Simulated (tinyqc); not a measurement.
Metal gate on a two-layer dielectric stack with fixed charge and a dipole: flat band against the thickness t2.

Gate, layer 2, layer 1, p-type semiconductor; x runs from the gate inwards. Charges are counted in units of +q. psi is the band bending at the surface, positive towards inversion. Classical charge, Boltzmann statistics, no interface traps.

EOT = 3.9 (t1/e1 + t2/e2), Cox = eps0/(t1/e1 + t2/e2); phi_ms = pM - (chi + Eg - Vt ln(Nv/Na)). Vfb = phi_ms + Vd - (q/eps0) [Q1 (t1/e1 + t2/e2) + Q2 t2/e2 + r1 (t1^2/(2 e1) + t1 t2/e2) + r2 t2^2/(2 e2)]: each charge counts with its electrical distance from the gate. ni = sqrt(Nc Nv) exp(-Eg/(2 Vt)), Eg in volts, pB = Vt ln(Na/ni), Vth = Vfb + 2 pB + sqrt(4 q eps0 eps_r Na pB)/Cox.

Parameters, values chosen for the exercise; band and dielectric values close to those of silicon, layer 1 close to silicon dioxide, layer 2 close to hafnium oxide:

| symbol | value | unit | meaning |
|---|---|---|---|
| T | 300 | K | temperature |
| Eg | 1.13 | eV | band gap |
| eps_r | 11.9 |  | relative permittivity |
| Nc | 2.82e19 | cm^-3 | conduction-band density of states at T |
| Nv | 2.65e19 | cm^-3 | valence-band density of states at T |
| chi | 3.97 | eV | electron affinity |
| Na | 1.2e18 | cm^-3 | acceptor density |
| pM | 4.18 | eV | work function of the gate metal |
| t1 | 0.9 | nm | thickness of layer 1, next to the semiconductor |
| e1 | 3.84 |  | relative permittivity of layer 1 |
| e2 | 22.8 |  | relative permittivity of layer 2 |
| Q1 | 2.3e11 | cm^-2 | fixed charge at the semiconductor interface |
| Q2 | 2.7e12 | cm^-2 | fixed charge between the layers |
| r1 | 0 | cm^-3 | uniform charge density in layer 1 |
| r2 | 0 | cm^-3 | uniform charge density in layer 2 |
| Vd | -0.42 | V | flat-band shift by a dipole layer between the layers |

Constants: q = 1.602176634e-19 C, kB = 1.380649e-23 J/K, Vt = kB T/q, eps0 = 8.8541878128e-14 F/cm where lengths are in cm. Results are converted to the units shown.

Result of one run:

| EOT (nm) | Vfb (V) | Vth (V) |
|---|---|---|
| 2.402 | -1.472 | -0.06793 |

Which thickness of layer 2, next to the gate t2 gave this result: 1, 4.9, 7.4, 8.7 or 10 nm?

t2 = 8.7 nm.

The whole series:

| t2 (nm) | EOT (nm) | Vfb (V) | Vth (V) |
|---|---|---|---|
| 1 | 1.085 | -1.293 | -0.1278 |
| 2.3 | 1.307 | -1.323 | -0.1177 |
| 3.6 | 1.530 | -1.353 | -0.1076 |
| 4.9 | 1.752 | -1.384 | -0.09747 |
| 6.1 | 1.957 | -1.412 | -0.08815 |
| 7.4 | 2.180 | -1.442 | -0.07804 |
| 8.7 | 2.402 | -1.472 | -0.06793 |
| 10 | 2.625 | -1.502 | -0.05783 |

Vfb falls from -1.29 to -1.50 V and Vth rises from -0.128 to -0.0578 V. The slope dVfb/dEOT is -136 mV/nm between the first two rows and -136 between the last two: a straight line, set by the charge below the growing layer, which reads as 2.93e12 cm^-2. A line through the end rows meets EOT = 0 at -1.15 V, against phi_ms + Vd = -1.26 V; an effective work function read from it is off by -305 mV from pM.

Numbers from tinyqc (`OMP_NUM_THREADS=1 python tinyqc.py 2010030 2010031 out.jsonl`; about 0.01 s on one thread of a shared Intel Xeon 2.30GHz).
